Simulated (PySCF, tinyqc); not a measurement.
RHF in the sto-6g basis, for B+, spin multiplicity 1, step by step. The lowest restricted solution is unstable here: a spin-polarised one lies 0.0000 hartree lower (PySCF). One step of it, computed by the program tinyqc.

Question. Iteration 3: building the Fock matrix. J_ij = sum D_kl (ij|kl), K_ij = sum D_kl (ik|jl); F = H + J - 0.5 K; E = tr D H + tr D J / 2 - 0.25 tr D K + E_nn.

D after iteration 2, lower triangle:
```
,1B 1s,1B 2s,1B 2px,1B 2py,1B 2pz
1B 1s,2.144967
1B 2s,-0.549888,2.084368
1B 2px,0.069341,-0.226540,0.024667
1B 2py,-0.070293,0.226252,-0.024641,0.024615
1B 2pz,0.042419,-0.162723,0.017683,-0.017660,0.012704
```

core Hamiltonian H = T + V (hartree), lower triangle:
```
,1B 1s,1B 2s,1B 2px,1B 2py,1B 2pz
1B 1s,-12.444477
1B 2s,-3.078069,-3.375648
1B 2px,0.000000,0.000000,-2.624950
1B 2py,0.000000,0.000000,0.000000,-2.624950
1B 2pz,0.000000,0.000000,0.000000,0.000000,-2.624950
```

Two-electron integrals (ij|kl) in chemists' order, unique and non-zero (hartree):
```
i,j,k,l,(ij|kl)
1,1,1,1,2.924993
2,1,1,1,0.480756
2,1,2,1,0.099484
2,2,1,1,0.743449
2,2,2,1,0.188967
2,2,2,2,0.544922
3,1,3,1,0.021096
3,2,3,1,0.030854
3,2,3,2,0.120443
3,3,1,1,0.743450
3,3,2,1,0.188967
3,3,2,2,0.544922
3,3,3,3,0.587109
4,1,4,1,0.021096
4,2,4,1,0.030854
4,2,4,2,0.120443
4,3,4,3,0.031641
4,4,1,1,0.743450
4,4,2,1,0.188967
4,4,2,2,0.544922
4,4,3,3,0.523827
4,4,4,4,0.587109
5,1,5,1,0.021096
5,2,5,1,0.030854
5,2,5,2,0.120443
5,3,5,3,0.031641
5,4,5,4,0.031641
5,5,1,1,0.743450
5,5,2,1,0.188967
5,5,2,2,0.544922
5,5,3,3,0.523827
5,5,4,4,0.523827
5,5,5,5,0.587109
```

nuclear repulsion = 0 hartree

Give: Coulomb J; exchange K; Fock matrix F; total energy of this density.

Answer.

Coulomb J (hartree), lower triangle:
```
,1B 1s,1B 2s,1B 2px,1B 2py,1B 2pz
1B 1s,7.3410
1B 2s,1.3274,2.5564
1B 2px,-0.0111,-0.0503,2.5567
1B 2py,0.0110,0.0502,-0.0016,2.5567
1B 2pz,-0.0083,-0.0366,0.0011,-0.0011,2.5559
```

exchange K (hartree), lower triangle:
```
,1B 1s,1B 2s,1B 2px,1B 2py,1B 2pz
1B 1s,5.9540
1B 2s,0.9635,1.1489
1B 2px,0.0032,-0.1355,0.2780
1B 2py,-0.0040,0.1351,-0.0137,0.2780
1B 2pz,-0.0033,-0.0989,0.0098,-0.0098,0.2714
```

Fock matrix F (hartree), lower triangle:
```
,1B 1s,1B 2s,1B 2px,1B 2py,1B 2pz
1B 1s,-8.0805
1B 2s,-2.2324,-1.3936
1B 2px,-0.0127,0.0175,-0.2073
1B 2py,0.0130,-0.0174,0.0053,-0.2073
1B 2pz,-0.0066,0.0129,-0.0038,0.0038,-0.2047
```

total energy of this density = -24.163023 hartree
